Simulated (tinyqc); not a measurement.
Adsorption as a lattice gas: isotherms with interactions, competition, desorption peaks and saturation dose: one step, computed by the program tinyqc.

One adsorbate per site; a molecule needs 2 empty sites. Gas and surface have the same temperature.

Problem. Flux and the Langmuir coverage. Flux F = p/sqrt(2 pi M k_B T); k_d = nu exp(-E/(k_B T)); 2 s0 F (1 - theta)^2 = N_s k_d theta^2, so y = sqrt(2 s0 F/(N_s k_d)), theta = y/(1 + y). With a second gas on the same sites theta = y/(1 + y + K_B p_B).

Inputs (values chosen for the exercise, for a model surface): desorption energy E = 2.04 eV; prefactor nu = 1e+12 1/s; site density N_s = 13 1/nm^2; molecular mass M = 159 u; sticking coefficient s0 = 0.012; temperature T = 883 K; pressure p = 0.36 Pa; blocking by a second gas, K_B p_B = 1.

Adsorption: dissociative (second order).

Constants: u = 1.6605390666e-27 kg; k_B = 1.380649e-23 J/K; k_B = 8.617333262e-05 eV/K.

Give: flux F; k_d; y; Langmuir coverage; coverage with the second gas.

Solution.

flux F = 2531 1/(nm^2 s)

k_d = 2.273 1/s

y = 1.434

Langmuir coverage = 0.5891

coverage with the second gas = 0.4176
